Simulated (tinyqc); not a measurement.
Wide-gap-emitter heterojunction bipolar transistor, Gummel numbers and transit times: one step of the calculation.

One-dimensional n-p-n transistor in the forward active mode at low injection. In the base p(x) = NB exp(-eta x/wb) and ni(x)^2 = ni^2 exp((g0 + g1 x/wb)/Vt); electrons leave the base at vsat; band spikes at the emitter junction and recombination inside the emitter are ignored.

Problem. Base Gummel number and transit time. f(x) = p(x) ni^2/ni(x)^2; I(x) = integral from x to wb of f/Dn, plus f(wb)/vsat; base Gummel number GB = I(0); electron density per unit flux n/(J/q) = I/f; base transit time tauB = integral of I/f over the base. Trapezoid rule on 8 equal steps.

Inputs (values chosen for the exercise); band and dielectric values close to those of gallium arsenide: temperature T = 400 K; saturation velocity vsat = 7.94e6 cm/s; neutral base width wb = 84 nm; base doping at the emitter edge NB = 1.9e19 cm^-3; doping falls as exp(-eta x/wb) eta = 0; gap reduction at the emitter edge of the base g0 = 0 eV; further gap reduction across the base (linear) g1 = 0.022 eV; electron diffusion coefficient in the base Dn = 23 cm^2/s.

Constants: q = 1.602176634e-19 C, kB = 1.380649e-23 J/K, Vt = kB T/q. Results are converted to the units shown.

Give: x; f; I; I/f; GB; tauB.

Solution.

| point | x (nm) | f (cm^-3) | I (s/cm^4) | I/f (s/cm) |
|---|---|---|---|---|
| 0 | 0.000 | 1.9000e19 | 6.3960e12 | 3.3663e-7 |
| 1 | 10.500 | 1.7543e19 | 5.5619e12 | 3.1704e-7 |
| 2 | 21.000 | 1.6198e19 | 4.7917e12 | 2.9582e-7 |
| 3 | 31.500 | 1.4956e19 | 4.0806e12 | 2.7284e-7 |
| 4 | 42.000 | 1.3809e19 | 3.4240e12 | 2.4796e-7 |
| 5 | 52.500 | 1.2750e19 | 2.8178e12 | 2.2100e-7 |
| 6 | 63.000 | 1.1772e19 | 2.2580e12 | 1.9181e-7 |
| 7 | 73.500 | 1.0870e19 | 1.7412e12 | 1.6019e-7 |
| 8 | 84.000 | 1.0036e19 | 1.2640e12 | 1.2594e-7 |

GB = 6.3960e12 s/cm^4
tauB = 2.0348 ps

Range of the model: Heavy doping makes emitter or base degenerate; gE and g0 are to be read as apparent gap changes that include this.

Numbers from tinyqc (`OMP_NUM_THREADS=1 python tinyqc.py 2320028 2320029 out.jsonl`; about 0.01 s on one thread of a shared Intel Xeon 2.30GHz).
